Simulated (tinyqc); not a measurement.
MOSFET with velocity saturation and source resistance: one step of the calculation.

Strong inversion, charge Q = Cox (Vg - m V) at channel potential V with Vg the gate overdrive, and drift velocity v = mu E/(1 + mu E/vsat). Integrating along the channel gives I = mu Cox (1/L)(Vg Vd - m Vd^2/2)/(1 + Vd/Vc) per width, Vc = vsat L/mu, which peaks at Vdsat. Units: I in uA/um, Rs in ohm um, so the drop over Rs is 1e-6 I Rs volts.

Question. Saturation without source resistance. Vg = Vgs - VT (0 if negative), mu = mu0/(1 + th Vg), Vc = vsat L/mu, x = sqrt(1 + 2 Vg/(m Vc)), Vdsat = 2 Vg/(m (1 + x)), Isat = Cox vsat Vg (x - 1)/(x + 1) per width. Long-channel limit: mu Cox Vg^2/(2 m L); short-channel limit: Cox vsat Vg.

Values chosen for this exercise:
```
symbol  value        unit                       meaning
Cox      2.01     uF/cm^2              gate capacitance
mu0       130  cm^2/(V s)  mobility at low gate voltage
th          0         1/V          mobility degradation
vsat    7.1e6        cm/s           saturation velocity
m        1.16                               body factor
VT       0.51           V                     threshold
L           2          um                channel length
Vgs       1.2           V                  gate voltage
```

Wanted: Vg; mu; Vc; Vdsat; Isat; long-channel limit; short-channel limit.

Answer.

Vg = 0.6900 V
mu = 130.0 cm^2/(V s)
Vc = 10.92 V
Vdsat = 0.5795 V
Isat = 25.44 uA/um
long-channel limit = 26.81 uA/um
short-channel limit = 984.7 uA/um

tinyqc, about 0.01 s, one thread, Intel Xeon 2.30GHz (shared host): `OMP_NUM_THREADS=1 python tinyqc.py 2500002 2500003 out.jsonl`
